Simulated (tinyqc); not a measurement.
Inside a calculation. Model: oxidation of curved silicon (wires and holes): cylindrical Deal-Grove kinetics with stress-retarded reaction. Computed by tinyqc, a small Python program that keeps every step. Command: `OMP_NUM_THREADS=1 python tinyqc.py 3024676 3024677 out.jsonl wireox walk`. One thread of a shared host (Intel(R) Xeon(R) Processor @ 2.30GHz), about 0.01 s of CPU time with the checks. Intermediate numbers are printed to about 7 digits and carried at full precision; extremes and crossings named in words are read from the listed rows.

Silicon fills r < a and oxide a < r < b. One volume of silicon gives 2.25 volumes of oxide, and the length is fixed.

Inputs (values chosen for the exercise, close to those used for silicon in dry oxygen):
```
quantity,value,unit
prefactor B0,807,um^2/h
activation energy E_B,1.22,eV
prefactor (B/A)0,5.17e+06,um/h
activation energy E_A,2.01,eV
starting silicon radius a0,110,nm
starting oxide x_i,2,nm
viscosity prefactor eta0,2.5e-09,Pa s
viscosity energy E_eta,5.58,eV
critical shear stress s_c,70,MPa
activation volume V_k,9.9,angstrom^3
temperature T,1000,C
time t,1.5,h
```

Shape: wire (convex).

Constants: k_B = 8.617333262e-05 eV/K.

## Planar constants and viscosity

B = B0 exp(-E_B/(k_B T)), B/A = (B/A)0 exp(-E_A/(k_B T)), eta = eta0 exp(E_eta/(k_B T)); 1 um = 1000 nm. Temperatures in kelvin are T(C) + 273.15.

B = 11953.37 nm^2/h

B/A = 57.13255 nm/h

low-stress viscosity eta = 3.065004e+13 Pa s

k_B T = 0.1097116 eV

## Rate at the start

Geometry: b^2 = b0^2 + 1.25 (a0^2 - a^2), b0 = a0 + x_i. Rate of oxide made per interface area: q = 1/[1/k + 2 a |ln(b/a)|/B], and |da/dt| = q/2.25. Reaction k = (B/A) exp(-sigma V_k/(k_B T)). New oxide pushes the old with radial speed u = 1.25 |da/dt| at r = a; the shear stress at radius r is s_c asinh(z a^2/r^2), z = 2 eta u/(a s_c) (Eyring flow), and the compressive normal stress at the interface is sigma = |int_a^b 2 s/r dr| = s_c |F(z) - F(z a^2/b^2)|, F(y) = int_0^y asinh(w)/w dw. q and sigma are solved together. 1 MPa angstrom^3 = 6.241509e-6 eV.

oxide radius b0 = 112 nm

rate q without stress = 56.07020 nm/h

normal stress sigma = 12.36270 MPa

factor on the reaction = 0.9930614

rate q with stress = 55.68833 nm/h

## State after time t

Integrate da/dt adaptively (tolerance 1e-8); a wire counts as consumed at a = 0.5 nm and a hole as closed at b = 0.5 nm. Planar reference: x^2 + A x = B t + x_i^2 + A x_i, A = B/(B/A).

silicon radius a = 81.76005 nm

oxide thickness = 57.21160 nm

normal stress at time t = 314.5640 MPa

planar thickness = 66.54967 nm

ratio to the planar thickness = 0.8596826

Stress now cuts the reaction constant to 84 % of its planar value. Caution: the oxide is taken as a purely viscous fluid in steady flow; elasticity, stress-dependent diffusion and thin-oxide enhancement are left out.

## Geometry alone against geometry with stress

A dash marks a stress-free run that has consumed the wire or closed the hole.

Oxide thickness (nm):
```
t (h),planar,"curved, no stress","curved, with stress",a (nm),sigma (MPa)
0.045,4.4936,4.4554,4.42941,108.9029,27.1217
0.150,10.1013,9.8858,9.74357,106.4571,58.5316
0.300,17.6670,17.0460,16.64869,103.1849,97.8593
0.600,31.5431,29.8090,28.73742,97.1979,163.8535
1.050,50.0401,46.3204,44.06016,89.1283,244.8757
1.500,66.5497,60.7539,57.21160,81.7600,314.5640
2.250,90.9932,81.8417,76.02930,70.4688,419.3844
3.000,112.7045,100.4907,92.21810,59.9970,520.2925
```

At 3 h the thickness is 0.892 of the planar value from geometry alone and 0.818 with stress. On a wire the new oxide spreads over a larger circumference, which thins it, while the oxidant converges on a smaller interface. Stress takes 8 % off the stress-free value. Caution: elasticity of the oxide, stress-dependent diffusion and thin-oxide enhancement are left out.

Checks made by the program: large-radius limit against the planar law (relative difference 7e-07).
